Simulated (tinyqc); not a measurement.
RHF in the 6-31g basis, for H2, spin multiplicity 1, step by step. Computed by tinyqc, a small Python program that keeps every step (integrals from PySCF). Settings: charge = 0, multiplicity = 1, basis = 6-31g, energy threshold = 1e-10, iteration cap = 76, orthogonalisation = symmetric, start = highest core orbitals, DIIS depth = 0, damping = 0.7, method = RHF. Command: `OMP_NUM_THREADS=1 python tinyqc.py 26934 26935 out.jsonl` (the two numbers bound the seeds that draw the settings). One thread of a shared host (Intel(R) Xeon(R) Processor @ 2.60GHz), about 0.05 s of CPU time with the checks. Later iterations appear only in the table of the cycle.

## One-electron integrals

Geometry (angstrom):
```
atom         x         y         z
H     0.000000  0.000000  0.000000
H     0.000000  0.000000  1.034000
```

Basis 6-31g: exponents (1/bohr^2) and contraction coefficients of normalised primitives:
```
element  l (shell)   exponent  coefficient
H            s (1)  18.731137     0.033495
H            s (1)   2.825394     0.234727
H            s (1)   0.640122     0.813757
H            s (2)   0.161278     1.000000
```

Overlap, kinetic and nuclear-attraction integrals over the contracted functions; the nuclear repulsion is the sum of Za Zb / Rab.

nuclear repulsion = 0.51177680 hartree

overlap S, lower triangle:
```
          1H 1s     1H 2s     2H 1s     2H 2s
1H 1s  1.000000
1H 2s  0.658292  1.000000
2H 1s  0.232073  0.398582  1.000000
2H 2s  0.398582  0.735003  0.658292  1.000000
```

kinetic energy T (hartree), lower triangle:
```
          1H 1s     1H 2s     2H 1s     2H 2s
1H 1s  1.395678
1H 2s  0.259735  0.241917
2H 1s  0.012455  0.104370  1.395678
2H 2s  0.104370  0.141313  0.259735  0.241917
```

nuclear attraction V (hartree), lower triangle:
```
           1H 1s      1H 2s      2H 1s      2H 2s
1H 1s  -2.164408
1H 2s  -1.075212  -1.092980
2H 1s  -0.445975  -0.670627  -2.164408
2H 2s  -0.670627  -0.853687  -1.075212  -1.092980
```

core Hamiltonian H = T + V (hartree), lower triangle:
```
           1H 1s      1H 2s      2H 1s      2H 2s
1H 1s  -0.768730
1H 2s  -0.815477  -0.851063
2H 1s  -0.433520  -0.566256  -0.768730
2H 2s  -0.566256  -0.712374  -0.815477  -0.851063
```

## Two-electron integrals

Functions are numbered as in S; the eight-fold symmetry (ij|kl) = (ji|kl) = (kl|ij) leaves the list below.

Two-electron integrals (ij|kl) in chemists' order, unique and non-zero (hartree):
```
(11|11) 1.076566   (21|11) 0.578470   (21|21) 0.329423   (22|11) 0.587396
(22|21) 0.361304   (22|22) 0.453150   (31|11) 0.185601   (31|21) 0.108533
(31|22) 0.123454   (31|31) 0.049988   (32|11) 0.227096   (32|21) 0.141851
(32|22) 0.181373   (32|31) 0.071441   (32|32) 0.119669   (33|11) 0.504149
(33|21) 0.323853   (33|22) 0.434592   (33|31) 0.185601   (33|32) 0.340307
(33|33) 1.076566   (41|11) 0.340307   (41|21) 0.195085   (41|22) 0.216226
(41|31) 0.071441   (41|32) 0.096159   (41|33) 0.227096   (41|41) 0.119669
(42|11) 0.397123   (42|21) 0.246777   (42|22) 0.316737   (42|31) 0.098188
(42|32) 0.155694   (42|33) 0.397123   (42|41) 0.155694   (42|42) 0.244805
(43|11) 0.323853   (43|21) 0.206532   (43|22) 0.276421   (43|31) 0.108533
(43|32) 0.195085   (43|33) 0.578470   (43|41) 0.141851   (43|42) 0.246777
(43|43) 0.329423   (44|11) 0.434592   (44|21) 0.276421   (44|22) 0.375076
(44|31) 0.123454   (44|32) 0.216226   (44|33) 0.587396   (44|41) 0.181373
(44|42) 0.316737   (44|43) 0.361304   (44|44) 0.453150
```

## Orthogonalisation

S = U s U^T; symmetric (Loewdin) form X = U s^(-1/2) U^T, so that X^T S X = 1.

eigenvalues of S: 0.154960  0.397160  0.877964  2.569916

X, lower triangle:
```
           1H 1s      1H 2s      2H 1s     2H 2s
1H 1s   1.254088
1H 2s  -0.498783   1.654984
2H 1s  -0.037348   0.030365   1.254088
2H 2s   0.030365  -0.661148  -0.498783  1.654984
```

## Starting guess

The start is the highest orbitals of the core Hamiltonian (a deliberately bad start); D = 2 C_occ C_occ^T.

D at the start, lower triangle:
```
           1H 1s      1H 2s      2H 1s     2H 2s
1H 1s   1.631559
1H 2s  -2.598817   4.139507
2H 1s  -1.631559   2.598817   1.631559
2H 2s   2.598817  -4.139507  -2.598817  4.139507
```

## Iteration 1: building the Fock matrix

J_ij = sum D_kl (ij|kl), K_ij = sum D_kl (ik|jl); F = H + J - 0.5 K; E = tr D H + tr D J / 2 - 0.25 tr D K + E_nn.

Coulomb J (hartree), lower triangle:
```
          1H 1s     1H 2s     2H 1s     2H 2s
1H 1s  1.175339
1H 2s  0.680403  0.822677
2H 1s  0.266119  0.420022  1.175339
2H 2s  0.420022  0.624157  0.680403  0.822677
```

exchange K (hartree), lower triangle:
```
           1H 1s     1H 2s     2H 1s     2H 2s
1H 1s   0.431213
1H 2s   0.077087  0.074966
2H 1s  -0.066963  0.074764  0.431213
2H 2s   0.074764  0.038456  0.077087  0.074966
```

Fock matrix F (hartree), lower triangle:
```
           1H 1s      1H 2s      2H 1s      2H 2s
1H 1s   0.191002
1H 2s  -0.173618  -0.065869
2H 1s  -0.133920  -0.183616   0.191002
2H 2s  -0.183616  -0.107445  -0.173618  -0.065869
```

total energy of this density = 1.33637750 hartree

This density is the starting one.

## Iteration 1: diagonalisation and new density

Diagonalise F' = X^T F X, C = X C', fill 1 alpha and 1 beta electrons from the bottom; D = 2 C_occ C_occ^T; the new density keeps 0.7 of the old one (damping). Each column has its largest component positive (the first on a tie).

F' = X^T F X (hartree), lower triangle:
```
           1          2          3         4
1   0.496784
2  -0.351251   0.231726
3  -0.043098  -0.110964   0.496784
4  -0.110964  -0.057777  -0.351251  0.231726
```

orbital energies (hartree): MO1 -0.169097, MO2 0.143749, MO3 0.685636, MO4 0.796731

coefficients C:
```
            MO1        MO2        MO3        MO4
1H 1s  0.246780   0.153691  -0.974823   0.888276
1H 2s  0.366912   1.206228   1.169294  -0.684791
2H 1s  0.246780  -0.153691   0.974823   0.888276
2H 2s  0.366912  -1.206228  -1.169294  -0.684791
```

D after iteration 1, lower triangle:
```
           1H 1s      1H 2s      2H 1s     2H 2s
1H 1s   1.178631
1H 2s  -1.764844   2.978429
2H 1s  -1.105551   1.873500   1.178631
2H 2s   1.873500  -2.816880  -1.764844  2.978429
```

## Iteration 2: building the Fock matrix

As before.

Coulomb J (hartree), lower triangle:
```
          1H 1s     1H 2s     2H 1s     2H 2s
1H 1s  1.200461
1H 2s  0.703408  0.852802
2H 1s  0.278417  0.437299  1.200461
2H 2s  0.437299  0.651286  0.703408  0.852802
```

exchange K (hartree), lower triangle:
```
          1H 1s     1H 2s     2H 1s     2H 2s
1H 1s  0.543754
1H 2s  0.276087  0.289494
2H 1s  0.113723  0.245921  0.543754
2H 2s  0.245921  0.250736  0.276087  0.289494
```

Fock matrix F (hartree), lower triangle:
```
           1H 1s      1H 2s      2H 1s      2H 2s
1H 1s   0.159853
1H 2s  -0.250112  -0.143008
2H 1s  -0.211964  -0.251918   0.159853
2H 2s  -0.251918  -0.186456  -0.250112  -0.143008
```

total energy of this density = 0.77437205 hartree

This density is a damped mixture and is not idempotent.

## Iteration 2: diagonalisation and new density

As before.

F' = X^T F X (hartree), lower triangle:
```
           1          2          3         4
1   0.526318
2  -0.417789   0.231664
3  -0.103499  -0.116363   0.526318
4  -0.116363  -0.101091  -0.417789  0.231664
```

orbital energies (hartree): MO1 -0.277082, MO2 0.145251, MO3 0.817320, MO4 0.830474

coefficients C:
```
            MO1        MO2        MO3        MO4
1H 1s  0.258668   0.164632  -0.973035   0.884888
1H 2s  0.357697   1.193016   1.182770  -0.689649
2H 1s  0.258668  -0.164632   0.973035   0.884888
2H 2s  0.357697  -1.193016  -1.182770  -0.689649
```

D after iteration 2, lower triangle:
```
           1H 1s      1H 2s      2H 1s     2H 2s
1H 1s   0.865188
1H 2s  -1.179876   2.161669
2H 1s  -0.733740   1.366965   0.865188
2H 2s   1.366965  -1.895048  -1.179876  2.161669
```

## Iteration 67 (converged): orbitals

converged F (hartree), lower triangle:
```
           1H 1s      1H 2s      2H 1s      2H 2s
1H 1s   0.096661
1H 2s  -0.422293  -0.308548
2H 1s  -0.399823  -0.408824   0.096661
2H 2s  -0.408824  -0.358573  -0.422293  -0.308548
```

Diagonalise F' = X^T F X, C = X C', fill 1 alpha and 1 beta electrons from the bottom; D = 2 C_occ C_occ^T. Each column has its largest component positive (the first on a tie).

F' = X^T F X (hartree), lower triangle:
```
           1          2          3         4
1   0.606320
2  -0.574339   0.244386
3  -0.254135  -0.129691   0.606320
4  -0.129691  -0.196005  -0.574339  0.244386
```

orbital energies (hartree): MO1 -0.519948, MO2 0.158665, MO3 0.920513, MO4 1.142180

coefficients C:
```
            MO1        MO2        MO3        MO4
1H 1s  0.282694   0.172679   0.877508  -0.971640
1H 2s  0.338764   1.183188  -0.699143   1.192602
2H 1s  0.282694  -0.172679   0.877508   0.971640
2H 2s  0.338764  -1.183188  -0.699143  -1.192602
```

D after iteration 67, lower triangle:
```
          1H 1s     1H 2s     2H 1s     2H 2s
1H 1s  0.159832
1H 2s  0.191533  0.229523
2H 1s  0.159832  0.191533  0.159832
2H 2s  0.191533  0.229523  0.191533  0.229523
```

## Convergence

Stop when the energy changes by less than 1e-10 hartree and every element of the error matrix X^T (F D S - S D F) X is below 3e-06.

Course of the cycle:
```
iteration  E (hartree)     change  largest element of the error matrix
1           1.33637750          -                             1.34e-01
2           0.77437205  -5.62e-01                             1.16e-01
3           0.29692263  -4.77e-01                             9.57e-02
4          -0.07864856  -3.76e-01                             7.65e-02
5          -0.36189190  -2.83e-01                             5.99e-02
6          -0.57016887  -2.08e-01                             4.63e-02
7          -0.72088547  -1.51e-01                             3.55e-02
8          -0.82880943  -1.08e-01                             2.70e-02
9          -0.90554860  -7.67e-02                             2.04e-02
10         -0.95985325  -5.43e-02                             1.54e-02
11         -0.99815585  -3.83e-02                             1.16e-02
12         -1.02511034  -2.70e-02                             8.74e-03
13         -1.04404888  -1.89e-02                             6.57e-03
14         -1.05734062  -1.33e-02                             4.93e-03
...                ...        ...                                  ...
54         -1.08846820  -8.52e-09                             4.32e-08
55         -1.08846821  -5.96e-09                             3.23e-08
56         -1.08846821  -4.17e-09                             2.41e-08
57         -1.08846822  -2.92e-09                             1.80e-08
58         -1.08846822  -2.04e-09                             1.34e-08
59         -1.08846822  -1.43e-09                             1.00e-08
60         -1.08846822  -1.00e-09                             7.49e-09
61         -1.08846822  -7.01e-10                             5.59e-09
62         -1.08846822  -4.91e-10                             4.17e-09
63         -1.08846822  -3.44e-10                             3.12e-09
64         -1.08846822  -2.41e-10                             2.33e-09
65         -1.08846822  -1.68e-10                             1.74e-09
66         -1.08846822  -1.18e-10                             1.30e-09
67         -1.08846822  -8.25e-11                             9.68e-10
```

PySCF RHF in the same basis = -1.08846822 hartree

Converged in 67 iterations.

## Populations, bond orders and dipole

Mulliken: Z minus the diagonal of D S on the atom; Loewdin: the same with S^(1/2) D S^(1/2); Mayer order: 2 sum_s sum (D(s) S)_ij (D(s) S)_ji over the two atoms.

Charges (e):
```
atom  Mulliken  Loewdin
1H           0        0
2H           0        0
```

Mayer bond orders:
```
pair     order
2-1   1.000000
```

dipole moment about the origin, x y z (debye): 0.000000  0.000000  0.000000
